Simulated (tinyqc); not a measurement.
# Screening length from the swing

Problem. In a simple model of a Schottky-barrier transistor a barrier thinner than d = 2.3 nm is transparent, so the effective barrier is pn - psi (1 - exp(-d/lam)) and the swing beyond flat band is Vt ln 10/(1 - exp(-d/lam)). Find the thermionic swing, lam, and the effective barrier at psi = 0.2 V.

Values chosen for this exercise: temperature T = 300 K; barrier for electrons at both contacts pn = 0.28 eV.

Constants: q = 1.602176634e-19 C, kB = 1.380649e-23 J/K, Vt = kB T/q. Results are converted to the units shown.

swing in the tunnelling range = 89.440794 mV/decade

Answer. The ratio of the two swings is 1 - exp(-d/lam).

Vt ln 10 = 59.5 mV/decade
lam = 2.10 nm
effective barrier = 0.147 eV

tinyqc, about 0.1 s, one thread, Intel Xeon 2.30GHz (shared host): `OMP_NUM_THREADS=1 python tinyqc.py 2390011 2390012 out.jsonl`
